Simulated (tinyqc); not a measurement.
Comparisons within one model: conductance of a narrow metal strip with scatterers (square lattice, Green functions). A value that a table varies takes the place of the one given here.

A strip of W sites across with hard walls, site energy 0 and hopping -t. Mode n = 1 to W has profile chi_n(j) = sqrt(2/(W + 1)) sin(n j pi/(W + 1)) and energy en = -2t cos(n pi/(W + 1)); E = en - 2t cos(kn a). With z_n = exp(i kn a) (Im k > 0 for closed modes, |z| < 1) each lead gives the self-energy -t z_n in mode n. One column carries the site energies v, here one foreign atom. In the mode basis V_nm = sum_j chi_n(j) v_j chi_m(j), G = (E - en + 2 t z_n - V)^-1, and t_nm = 2t sqrt(sin(kn a) sin(km a)) G_nm in size for open modes. T = sum |t_nm|^2, conductance (2e^2/h) T.

Constants: e^2/h = 3.874045865e-05 S.

Values chosen for the exercise (hopping and spacing of the size met in Cu or Al; the lattice is a model; the results hold for these values, not for the real material): t = 1.56 eV (hopping); W = 4 (sites across); v = (2, 0, 0, 0) eV (site energies in the scattering column); a = 2.55 angstrom (spacing); E = 1.09 eV (Fermi energy).

## Conductance steps with and without the scatterer

E is varied across the lower half of the band.

Against energy:
```
E/t    E (eV)  open modes       T  reflected
-3.30  -5.148           1  0.9872     0.0128
-2.95  -4.602           1  0.9944     0.0056
-2.65  -4.134           1  0.9983     0.0017
-2.30  -3.588           2  1.8552     0.1448
-1.95  -3.042           2  1.9188     0.0812
-1.65  -2.574           2  1.9459     0.0541
-1.30  -2.028           3  2.4681     0.5319
-0.95  -1.482           3  2.7138     0.2862
-0.65  -1.014           3  2.7722     0.2278
-0.30  -0.468           4  3.5382     0.4618
0.05    0.078           4  3.6150     0.3850
```

What does this show, and why?

The clean strip goes from 1 to 4 open modes. The reflected flux ranges from 0.002 (E/t = -2.65) to 0.532 (E/t = -1.3). A scatterer on one site acts on one combination of modes only, so it can reflect at most one unit.

## The same scatterer in wider strips

Width (W + 1) a; the strength is the entry of v largest in size. The foreign atom sits at site W/2 + 1, rounded down. Added resistance (1/T - 1/M)/(2 e^2/h), M the number of open modes.

Against width:
```
W   width (angstrom)   M        T     T/M  added resistance (ohm)
3               10.2   2   1.0291  0.5146                  6088.2
4               12.8   3   2.6248  0.8749                   614.9
5               15.3   4   3.6765  0.9191                   283.9
6               17.9   5   4.5880  0.9176                   231.8
8               22.9   6   5.6160  0.9360                   147.1
10              28.1   7   6.1418  0.8774                   257.6
14              38.2  10   9.5948  0.9595                    54.5
20              53.5  15  14.5886  0.9726                    24.3
```

How do the results move?

The added resistance is 6088 ohm at W = 3 and 24.3 at W = 20; from W = 10 to 20 it changes by a factor 0.09, where 1/M gives 0.47 and 1/M^2 gives 0.22. A point scatterer removes at most one unit of M (here 0.32 to 0.97), so its resistance is at most 1/(M (M - 1)) in units of h/2e^2, without bound for M = 1, with jumps where modes open or where the site sits near a node of the open modes; the largest value is at W = 3 (6088 ohm).

## What each change does

Open modes M, T and the added resistance (1/T - 1/M)/(2 e^2/h). Each row changes one parameter from the base and keeps the others.

Results:
```
case                   M       T  added resistance (ohm)
base                   3  2.6374                     592
t = 1.622 eV           3  2.6573                     555
E = 1.21 eV            3  2.6367                     593
v = (2.6, 0, 0, 0) eV  3  2.4823                     897
```

How do the results move?

The largest shifts from the base row, up to three for each result and ties (the steps differ in size, so this ranks the rows, not the parameters). M: unchanged at the printed digits by t, E and v. T: v -0.1551, t +0.0199, E -0.0007. added resistance (ohm): v +306, t -37, E +1.

Program tinyqc; command `OMP_NUM_THREADS=1 python tinyqc.py 1450410 1450411 out.jsonl`; about 0.01 s on one thread of a shared Intel(R) Xeon(R) Processor @ 2.30GHz.
